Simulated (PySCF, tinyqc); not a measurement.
Worked calculation: G0W0 on RHF in the sto-3g basis, for H3+, spin multiplicity 1. The lowest restricted solution is unstable here: a spin-polarised one lies 0.0051 hartree lower (PySCF). Computed by tinyqc, a small Python program that keeps every step (integrals from PySCF). Settings: charge = 1, multiplicity = 1, basis = sto-3g, method = RHF, energy threshold = 1e-10, iteration cap = 84, orthogonalisation = symmetric, start = atomic densities, DIIS depth = 6. Command: `OMP_NUM_THREADS=1 python tinyqc.py 24448 24449 out.jsonl` (the two numbers bound the seeds that draw the settings). One thread of a shared host (Intel(R) Xeon(R) Processor @ 2.60GHz), about 0.05 s of CPU time with the checks. The early iterations of the SCF are left out here.

## One-electron integrals

Geometry (angstrom):
```
atom,x,y,z
H,0.000000,0.000000,0.000000
H,0.000000,0.000000,1.162000
H,0.000000,0.000000,-1.162000
```

Basis sto-3g: exponents (1/bohr^2) and contraction coefficients of normalised primitives:
```
element,l (shell),exponent,coefficient
H,s (1),3.425251,0.154329
H,s (1),0.623914,0.535328
H,s (1),0.168855,0.444635
```

Overlap, kinetic and nuclear-attraction integrals over the contracted functions; the nuclear repulsion is the sum of Za Zb / Rab.

nuclear repulsion = 1.13850519 hartree

overlap S:
```
,1H 1s,2H 1s,3H 1s
1H 1s,1.000000,0.406470,0.406470
2H 1s,0.406470,1.000000,0.068381
3H 1s,0.406470,0.068381,1.000000
```

kinetic energy T (hartree):
```
,1H 1s,2H 1s,3H 1s
1H 1s,0.760032,0.061694,0.061694
2H 1s,0.061694,0.760032,-0.011401
3H 1s,0.061694,-0.011401,0.760032
```

nuclear attraction V (hartree):
```
,1H 1s,2H 1s,3H 1s
1H 1s,-2.122645,-0.729856,-0.729856
2H 1s,-0.729856,-1.902316,-0.113626
3H 1s,-0.729856,-0.113626,-1.902316
```

core Hamiltonian H = T + V (hartree):
```
,1H 1s,2H 1s,3H 1s
1H 1s,-1.362613,-0.668162,-0.668162
2H 1s,-0.668162,-1.142284,-0.125027
3H 1s,-0.668162,-0.125027,-1.142284
```

## Two-electron integrals

Functions are numbered as in S; the eight-fold symmetry (ij|kl) = (ji|kl) = (kl|ij) leaves the list below.

Two-electron integrals (ij|kl) in chemists' order, unique and non-zero (hartree):
```
i,j,k,l,(ij|kl)
1,1,1,1,0.774606
2,1,1,1,0.240927
2,1,2,1,0.101594
2,2,1,1,0.428532
2,2,2,1,0.240927
2,2,2,2,0.774606
3,1,1,1,0.240927
3,1,2,1,0.070274
3,1,2,2,0.124229
3,1,3,1,0.101594
3,2,1,1,0.039026
3,2,2,1,0.014005
3,2,2,2,0.029442
3,2,3,1,0.014005
3,2,3,2,0.002301
3,3,1,1,0.428532
3,3,2,1,0.124229
3,3,2,2,0.227480
3,3,3,1,0.240927
3,3,3,2,0.029442
3,3,3,3,0.774606
```

## Orthogonalisation

S = U s U^T; symmetric (Loewdin) form X = U s^(-1/2) U^T, so that X^T S X = 1.

eigenvalues of S: 0.458339  0.931619  1.610042

X:
```
,1H 1s,2H 1s,3H 1s
1H 1s,1.153048,-0.243164,-0.243164
2H 1s,-0.243164,1.074095,0.038045
3H 1s,-0.243164,0.038045,1.074095
```

## Starting guess

The start is atomic minimal-basis densities projected into this basis (PySCF's MINAO start) and scaled to the electron count of each spin; this density is not idempotent, so its energy is not variational and may lie below the converged one.

D at the start:
```
,1H 1s,2H 1s,3H 1s
1H 1s,0.611014,0.062125,0.062125
2H 1s,0.062125,0.643033,0.013984
3H 1s,0.062125,0.013984,0.643033
```

## Iteration 9 (converged): orbitals

converged F (hartree):
```
,1H 1s,2H 1s,3H 1s
1H 1s,-0.670468,-0.519251,-0.519251
2H 1s,-0.519251,-0.492630,-0.180507
3H 1s,-0.519251,-0.180507,-0.492630
```

Diagonalise F' = X^T F X, C = X C', fill 1 alpha and 1 beta electrons from the bottom; D = 2 C_occ C_occ^T. Each column has its largest component positive (the first on a tie).

F' = X^T F X (hartree):
```
,1,2,3
1,-0.388653,-0.357243,-0.357243
2,-0.357243,-0.342602,-0.007569
3,-0.357243,-0.007569,-0.342602
```

orbital energies (hartree): MO1 -0.874997, MO2 -0.335033, MO3 0.136173

coefficients C:
```
,MO1,MO2,MO3
1H 1s,0.592206,0.000000,1.047411
2H 1s,0.370202,0.732598,-0.735192
3H 1s,0.370202,-0.732598,-0.735192
```

D after iteration 9:
```
,1H 1s,2H 1s,3H 1s
1H 1s,0.701415,0.438471,0.438471
2H 1s,0.438471,0.274099,0.274099
3H 1s,0.438471,0.274099,0.274099
```

## Convergence

Stop when the energy changes by less than 1e-10 hartree and every element of the error matrix X^T (F D S - S D F) X is below 3e-06.

Course of the cycle:
```
iteration,E (hartree),change,largest element of the error matrix
1,-0.65291386,-,4.13e-02
2,-1.14732659,-4.94e-01,1.77e-02
3,-1.14763670,-3.10e-04,6.05e-03
4,-1.14765493,-1.82e-05,4.51e-03
5,-1.14766219,-7.26e-06,3.73e-03
6,-1.14766608,-3.88e-06,3.23e-03
7,-1.14766848,-2.40e-06,2.87e-03
8,-1.14767773,-9.25e-06,9.52e-07
9,-1.14767773,-1.01e-12,6.69e-08
```

PySCF RHF in the same basis = -1.14767773 hartree

Converged in 9 iterations.

## Populations, bond orders and dipole

Mulliken: Z minus the diagonal of D S on the atom; Loewdin: the same with S^(1/2) D S^(1/2); Mayer order: 2 sum_s sum (D(s) S)_ij (D(s) S)_ji over the two atoms.

Charges (e):
```
atom,Mulliken,Loewdin
1H,-0.057866,-0.038057
2H,0.528933,0.519029
3H,0.528933,0.519029
```

Mayer bond orders:
```
pair,order
2-1,0.498326
3-1,0.498326
3-2,0.221904
```

dipole moment about the origin, x y z (debye): 0.000000  0.000000  0.000000

## Integrals over molecular orbitals

(pq|rs) = sum C_ip C_jq C_kr C_ls (ij|kl), one index at a time.

one-electron integrals over orbitals h = C^T H C (hartree):
```
,1,2,3
1,-1.411186,0.000000,-0.091708
2,0.000000,-1.091925,0.000000
3,-0.091708,0.000000,-0.806796
```

Two-electron integrals over orbitals (pq|rs), unique and non-zero (hartree):
```
p,q,r,s,(pq|rs)
1,1,1,1,0.536189
2,1,2,1,0.147202
2,2,1,1,0.452047
2,2,2,2,0.512102
3,1,1,1,0.091708
3,1,2,2,-0.049312
3,1,3,1,0.141579
3,2,2,1,-0.144954
3,2,3,2,0.161395
3,3,1,1,0.542274
3,3,2,2,0.480051
3,3,3,1,0.079659
3,3,3,3,0.576191
```

## Screening: direct RPA

With D = e_a - e_i and K = (ia|jb): diagonalise D^(1/2) (D + 4K) D^(1/2) = Z w^2 Z^T; X + Y = D^(1/2) Z w^(-1/2), each column of Z with its largest component positive (the first on a tie); E_c = (sum w - tr (D + 2K)) / 2.

D^(1/2) (D + 4K) D^(1/2) (hartree^2):
```
,1>2,1>3
1>2,0.609497,0.000000
1>3,0.000000,1.595106
```

excitation energies w (hartree): 0.780703  1.262975

X + Y:
```
,1,2
1>2,0.831648,0.000000
1>3,0.000000,0.894776
```

RPA correlation energy = -0.04250935 hartree

## G0W0 on Hartree-Fock: HOMO

W(p,q,m) = sqrt2 sum_ia (pq|ia) (X+Y)_ia,m; Sigma_c(x) = sum_(i,m) W^2/(x - e_i + w_m) + sum_(a,m) W^2/(x - e_a - w_m); solve x = e_p + Sigma_c(x) by Newton steps; Z = 1/(1 - dSigma/dx); 1 hartree = 27.211386 eV.

The 12 largest terms at x = e_p (hartree; W for the signs of X + Y given):
```
q,m,W,term
2,1,0.173129,-0.022696
3,2,0.179155,-0.014114
1,2,0.116047,0.010663
```

Newton steps (hartree):
```
step,x,Sigma_c(x),Z
0,-0.874997,-0.026147,0.969148
1,-0.900337,-0.025345,0.969550
2,-0.900342,-0.025345,0.969550
```

quasiparticle energy of the HOMO = -24.499556 eV

Hartree-Fock value = -23.809874 eV

## G0W0 on Hartree-Fock: LUMO

As before.

The 12 largest terms at x = e_p (hartree; W for the signs of X + Y given):
```
q,m,W,term
3,1,-0.170485,-0.023217
1,1,0.173129,0.022696
2,2,-0.062399,-0.003083
```

Newton steps (hartree):
```
step,x,Sigma_c(x),Z
0,-0.335033,-0.003604,0.963232
1,-0.338504,-0.003471,0.963256
2,-0.338504,-0.003471,0.963256
```

quasiparticle energy of the LUMO = -9.211165 eV

Hartree-Fock value = -9.116705 eV
